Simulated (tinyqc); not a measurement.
G0W0 on RHF in the sto-6g basis, for H3+, spin multiplicity 1, step by step. One step of it, computed by the program tinyqc.

Task: G0W0 on Hartree-Fock: LUMO. W(p,q,m) = sqrt2 sum_ia (pq|ia) (X+Y)_ia,m; Sigma_c(x) = sum_(i,m) W^2/(x - e_i + w_m) + sum_(a,m) W^2/(x - e_a - w_m); solve x = e_p + Sigma_c(x) by Newton steps; Z = 1/(1 - dSigma/dx); 1 hartree = 27.211386 eV.

orbital energies (hartree): MO1 -1.306712, MO2 -0.035108, MO3 0.080115

Two-electron integrals over orbitals (pq|rs), unique and non-zero (hartree):
```
(11|11) 0.637322    (21|11) -1.19e-06   (21|21) 0.144400    (22|11) 0.611214
(22|21) 0.000008    (22|22) 0.682315    (31|11) 0.012593    (31|21) 3.91e-08
(31|22) -0.077607   (31|31) 0.143873    (32|11) 6.87e-08    (32|21) -0.089371
(32|22) -1.12e-06   (32|31) -0.000008   (32|32) 0.074863    (33|11) 0.624001
(33|21) -0.000009   (33|22) 0.559868    (33|31) 0.086816    (33|32) 1.09e-06
(33|33) 0.690955
```

excitation energies w (hartree): [1.533445, 1.649667]

X + Y, order 1>2, 1>3:
$$\begin{pmatrix}
0.910630 & 0.000000 \\
-0.000001 & 0.916881
\end{pmatrix}$$

Give: The 12 largest terms at x = e_p; Newton steps; quasiparticle energy of the LUMO; Hartree-Fock value.

Result:

The 12 largest terms at x = e_p (hartree; W for the signs of X + Y given):
```
q  m          W       term
1  1      0.186      0.012
3  1     -0.115     -0.008
2  2     -0.101     -0.006
2  1   1.06e-05  -7.28e-11
3  2  -1.02e-05  -5.94e-11
```

Newton steps (hartree):
```
step       x  Sigma_c(x)      Z
0     -0.035   -1.85e-03  0.987
1     -0.037   -1.82e-03  0.987
2     -0.037   -1.82e-03  0.987
```

quasiparticle energy of the LUMO = -1.005 eV

Hartree-Fock value = -0.955 eV
